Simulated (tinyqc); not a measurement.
Extrapolating accelerated tests: lateral field, substrate current, probability of reaching the oxide barrier and hot-carrier lifetime of a silicon transistor (pseudo-two-dimensional and lucky-electron models). Computed by tinyqc, a small Python program. Command: `OMP_NUM_THREADS=1 python tinyqc.py 3031335 3031336 out.jsonl hotcar walk`. One thread of a shared host (Intel(R) Xeon(R) Processor @ 2.30GHz), about 0.01 s of CPU time with the checks.

Local-field models: a lucky carrier gains its energy at the peak field over a path free of collisions. Voltages are magnitudes.

Inputs (values chosen for the exercise, modelled on a silicon n-channel):

| quantity | value | unit |
|---|---|---|
| channel length L | 620 | nm |
| oxide thickness t | 14 | nm |
| junction depth x_j | 100 | nm |
| mobility mu | 300 | cm^2/(V s) |
| saturation velocity v_s | 0.87 | 1e7 cm/s |
| threshold voltage V_T | 0.49 | V |
| gate voltage V_G | 1.7 | V |
| drain voltage V_D | 3.6 | V |
| ionisation prefactor A_i | 1.8e+06 | 1/cm |
| ionisation field B_i | 1.68 | MV/cm |
| hot-carrier mean free path lambda | 8.1 | nm |
| oxide barrier phi_b | 3.1 | eV |
| interface-trap threshold phi_it | 3.6 | eV |
| lifetime constant H | 6 | s microampere/micrometre |
| length of the depleted extension L_n | 44 | nm |

Drain: lightly doped extension.

Constants: eps_0 = 8.8541878128e-12 F/m.

Method:
- C_ox = 3.9 eps_0/t; F_sat = 2 v_s/mu; V_Dsat = V_ov F_sat L/(V_ov + F_sat L), V_ov = V_G - V_T; I_D/W = C_ox v_s (V_ov - V_Dsat).
- Scale length l = 0.22 t^(1/3) x_j^(1/2) (all in cm); F_m = sqrt(((V_D - V_Dsat)/l_e)^2 + F_sat^2), with l_e = l + L_n; length of the velocity-saturated region l_e ln((V_D - V_Dsat)/(l_e F_sat) + F_m/F_sat).
- Substrate current I_sub/I_D = (A_i/B_i)(V_D - V_Dsat) exp(-B_i/F_m); probability of reaching the oxide barrier exp(-phi_b/(e lambda F_m)); lifetime tau = (H/(I_D/W)) exp(phi_it/(e lambda F_m)).
- V_10 solves tau = 3.156e8 s at the given V_G. The extrapolation fits ln(tau) against 1/V_D at 1, 1.08, 1.16 and 1.25 times the given V_D (rounded to 3 digits) by least squares and reads off the same tau.

V_Dsat = 0.905360 V

Stress points:

| V_D (V) | 1/V_D (1/V) | tau (s) |
|---|---|---|
| 3.60 | 0.27778 | 2.5350e+07 |
| 3.89 | 0.25707 | 4.2612e+06 |
| 4.18 | 0.23923 | 9.5978e+05 |
| 4.50 | 0.22222 | 2.4079e+05 |

ten-year drain voltage V_10 = 3.2678 V

V_10 from the 1/V_D extrapolation = 3.2456 V

What follows from these numbers?

The extrapolation is 22 mV below the true value: ln(tau) is nearly linear in 1/(V_D - V_Dsat), not in 1/V_D, so the straight line errs on the safe side when one extrapolates down. At V_10 the available energy e V_D is below phi_it, so the model understates the lifetime there.

Extremes, crossings and ranges named in words are read from the listed rows.
